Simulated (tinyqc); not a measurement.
Band gaps under pressure and temperature from deformation potentials, step by step. Values are carried at full precision from step to step, so a last printed digit may differ when a step is redone from the rounded ones.

Murnaghan: V/V0 = (1 + Bp P/B0)^(-1/Bp), B0 = (C11 + 2 C12)/3. Each gap moves by a ln(V/V0) with its volume potential a, and falls with temperature by aV T^2/(T + bV) (Varshni); the two effects are added. No change of phase is considered.

Values chosen for the exercise (near those of GaAs, the X and L potentials typical of such crystals; the results hold for these values, not for the real material):
```
symbol  value                  unit    meaning
C11     122.1                  GPa
C12     55.8                   GPa
Bp      4.2                            pressure derivative of the bulk modulus
P       1.2                    GPa     pressure
Eg      1.514                  eV      gap at Gamma to the s-like level at 0 K, 0 GPa
EgX     2.018                  eV      gap to X at 0 K, 0 GPa
EgL     1.837                  eV      gap to L at 0 K, 0 GPa
aG      -8.35                  eV      volume potential of the Gamma gap
aX      1                      eV      volume potential of the X gap
aL      -3.88                  eV      volume potential of the L gap
aV      (0.521, 0.438, 0.632)  meV/K   Varshni alpha of Gamma, X, L
bV      (216, 200, 220)        K       Varshni beta of Gamma, X, L
T       500                    K       temperature
aT      5.9                    1e-6/K  linear thermal expansion near 300 K
```

## Volume under pressure

Give B0, V/V0, ln(V/V0), the change of the lattice constant and the linear estimate -P/B0.

B0 = 77.90 GPa
V/V0 = 0.98518
ln(V/V0) = -0.01493
change of a = -0.496 %
-P/B0 = -0.01540

The stiffening under pressure makes the compression 3.1 % smaller than the linear estimate.

## Gaps at P and T

Give both shifts and the gaps.

pressure shifts (eV): Gamma 0.1246, X -0.0149, L 0.0579

temperature shifts (eV): Gamma -0.1819, X -0.1564, L -0.2194

gaps (eV): Gamma 1.4567, X 1.8466, L 1.6755

The lowest valley is Gamma (direct gap), 219 meV below L; at 0 K and 0 GPa it is Gamma.

## Pressure coefficients

Expand in P: E = E0 + c1 P + c2 P^2 with c1 = -a/B0 and c2 = a Bp/(2 B0^2).

c1 (meV/GPa): Gamma 107.19, X -12.84, L 49.81

c2 (meV/GPa^2): Gamma -2.890, X 0.346, L -1.343

Gamma and L rise under pressure and X falls, as the signs of the volume potentials say.

## Pressures at which the valleys cross

Two gaps meet at ln(V/V0) = -(E_i - E_j)/(a_i - a_j), with the gaps at T and P = 0; then P = (B0/Bp)(exp(-Bp ln(V/V0)) - 1). A dash marks expansion or a compression beyond ln(V/V0) = -0.3.

Crossings:
```
pair     E_i - E_j (eV)  ln(V/V0)  P (GPa)
Gamma-X         -0.5295   -0.0566     4.98
Gamma-L         -0.2855   -0.0639     5.71
L-X             -0.2440   -0.0500     4.33
```

The lowest valley changes at 4.98 GPa (Gamma to X).

## How much of dE/dT is thermal expansion

At 300 K: dE/dT = -aV T (T + 2 bV)/(T + bV)^2; expansion alone gives 3 aT a; the rest is electron-phonon coupling.

dE/dT (meV/K): Gamma -0.4297, X -0.3679, L -0.5189

from expansion (meV/K): Gamma -0.1478, X 0.0177, L -0.0687

remainder (meV/K): Gamma -0.2819, X -0.3856, L -0.4502

Expansion supplies 34 % of the slope at Gamma and 13 % at L; at X it works against the fall.

## Checks

- Slope of the Gamma gap at P = 0 by finite differences against c1 (meV/GPa): both 107.19.

Program tinyqc; command `OMP_NUM_THREADS=1 python tinyqc.py 1080766 1080767 out.jsonl`; about 0.01 s on one thread of a shared Intel(R) Xeon(R) Processor @ 2.30GHz.
